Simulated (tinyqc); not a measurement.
What each parameter does: heterojunction of two tight-binding chains.

Left chain: hopping -t1, sites at 2 t1 (band bottom 0). Right chain: hopping -t2, sites at dE + 2 t2 (bottom dE). t = c/(m a^2), c = hbar^2/2m0. The bond across the interface is -tc with tc = f sqrt(t1 t2), and the last left site has the extra energy U. In a chain E = bottom + 2t (1 - cos(ka)); the surface Green function of a half chain is g = -exp(ika)/t, with Im k > 0 where cos(ka) > 1.

Constants: hbar^2/2m0 = 3.80998211 eV angstrom^2.

Values chosen for the exercise (masses and offset of the size met at GaAs / AlGaAs; shifted at random, so the results belong to these values and not to a real crystal): a = 3 angstrom (site spacing); m1 = 0.061 m0 (mass on the left); m2 = 0.091 m0 (mass on the right); dE = 0.27 eV (band offset); f = 1 (factor on the interface hopping); U = 0 eV (extra energy on the last left site); E = 0.38 eV (electron energy).

T = 4 Im(S1) Im(S2) |G|^2 with G = 1/(E - 2 t1 - U - S1 - S2), S1 = -t1 exp(i k1 a), S2 = -(tc^2/t2) exp(i k2 a).

One parameter was then changed.

Results before and after:
```
case          T    k1 a    k2 a
base     0.9564  0.2345  0.1539
changed  0.7362  0.2345  0.1539
```

Which of these changes was made? (a) f = 0.9; (b) U = 0.2 eV; (c) a = 2.4 angstrom; (d) m2 = 0.1092 m0; (e) dE = 0.22 eV; (f) m1 = 0.0732 m0.

Answer: (a) f = 0.9. Of the candidates, run in turn, only this one gives the changed row.

All candidates:
```
case                   T    k1 a    k2 a
base              0.9564  0.2345  0.1539
m1 = 0.0732 m0    0.9362  0.2570  0.1539
m2 = 0.1092 m0    0.9729  0.2345  0.1686
dE = 0.22 eV      0.9863  0.2345  0.1857
f = 0.9           0.7362  0.2345  0.1539
U = 0.2 eV        0.9568  0.2345  0.1539
a = 2.4 angstrom  0.9567  0.1875  0.1231
```

(tinyqc, `OMP_NUM_THREADS=1 python tinyqc.py 1482558 1482559 out.jsonl`, Intel(R) Xeon(R) Processor @ 2.30GHz, 1 thread, shared host, about 0.01 s.)
